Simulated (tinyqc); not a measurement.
Inside a calculation. Model: short-channel transistor, virtual-source model with series resistance.

tinyqc, about 0.02 s, one thread, Intel Xeon 2.30GHz (shared host): `OMP_NUM_THREADS=1 python tinyqc.py 2380135 2380136 out.jsonl` Printed values are rounded.

The current per gate width is the charge at the top of the source barrier (the virtual source) times its velocity times a saturation function; al and be are fitting constants of the model. Units: I in uA/um, Rs in ohm um, so I Rs = 1e-6 I Rs in volts; Q in uC/cm^2, so I = 1e-4 Q vx0 Fsat with vx0 in cm/s.

Values chosen for this exercise:
```
symbol,value,unit,meaning
T,300,K,temperature
Cinv,3.05,uF/cm^2,inversion capacitance
vx0,3.65e7,cm/s,velocity at the virtual source
mu,140,cm^2/(V s),apparent mobility
L,25,nm,channel length
VT0,0.43,V,threshold at zero drain voltage
dl,0.074,V/V,drain-induced barrier lowering
n0,1.44,,subthreshold factor
nd,0.1,1/V,growth of n with drain voltage
al,3.5,,threshold shift (in units of Vt) from weak to strong inversion
be,1.4,,sharpness of saturation
Rs,150,ohm um,series resistance of each contact
Vgs,0.68,V,gate voltage
Vds,0.35,V,drain voltage
```

Constants: q = 1.602176634e-19 C, kB = 1.380649e-23 J/K, Vt = kB T/q. Results are converted to the units shown.

## Iteration 1: current through the series resistance

I at the start = 0 uA/um

Intrinsic voltages Vg' = Vgs - I Rs, Vd' = Vds - 2 I Rs. n = n0 + nd Vd', VT = VT0 - dl Vd', Ff = 1/(1 + exp((Vg' - VT + al Vt/2)/(al Vt))), Q = Cinv n Vt ln(1 + exp((Vg' - VT + al Vt Ff)/(n Vt))), Vdsat = (vx0 L/mu)(1 - Ff) + Vt Ff, Fsat = u/(1 + u^be)^(1/be) with u = Vd'/Vdsat, and I(out) = Q vx0 Fsat per width. (Fsat takes the sign of u.) Newton step: I(new) = I + (I(out) - I)/(1 - s), s = dI(out)/dI by a central difference with +/- 0.001 uA/um.

Vg' = 0.68 V
Vd' = 0.35 V
VT = 0.4041 V
Ff = 0.02794361
Q = 0.8492850 uC/cm^2
Vdsat = 0.6342949 V
Fsat = 0.4263243
I(out) = 1321.559 uA/um
s = -1.536960
I after iteration 1 = 520.9222 uA/um

## Iteration 2: current through the series resistance

As before.

Vg' = 0.6018617 V
Vd' = 0.1937233 V
VT = 0.4156645 V
Ff = 0.07190176
Q = 0.5884382 uC/cm^2
Vdsat = 0.6067800 V
Fsat = 0.2799116
I(out) = 601.1940 uA/um
s = -1.206763
I after iteration 2 = 557.2976 uA/um

## Iteration 3: current through the series resistance

As before.

Vg' = 0.5964054 V
Vd' = 0.1828107 V
VT = 0.4164720 V
Ff = 0.07666057
Q = 0.5707589 uC/cm^2
Vdsat = 0.6038013 V
Fsat = 0.2677540
I(out) = 557.8038 uA/um
s = -1.178828
I after iteration 3 = 557.5299 uA/um

## Course of the iteration: current through the series resistance

Stop when I changes by less than 1e-7 uA/um, or after 80 iterations.

Course of the iteration:
```
iteration,I (uA/um),|change| (uA/um)
1,520.9222,521
2,557.2976,36.4
3,557.5299,0.232
4,557.5299,9.62e-6
5,557.5299,0
```

Converged in 5 iterations. At the end the number of correct digits about doubles with each step.

## What the series resistance costs

converged I = 557.5299 uA/um
I0 = 1321.559 uA/um

Intrinsic voltages Vg' = Vgs - I Rs, Vd' = Vds - 2 I Rs. n = n0 + nd Vd', VT = VT0 - dl Vd', Ff = 1/(1 + exp((Vg' - VT + al Vt/2)/(al Vt))), Q = Cinv n Vt ln(1 + exp((Vg' - VT + al Vt Ff)/(n Vt))), Vdsat = (vx0 L/mu)(1 - Ff) + Vt Ff, Fsat = u/(1 + u^be)^(1/be) with u = Vd'/Vdsat, and I = Q vx0 Fsat per width. I0 is the current for Rs = 0. Effective velocity I/Q; transit time L Q/I.

loss against I0 = 57.81270 %
effective velocity = 9.770149e6 cm/s
transit time = 0.2558814 ps

The carriers leave the virtual source at 26.8 % of vx0: Vd' is not large against Vdsat.
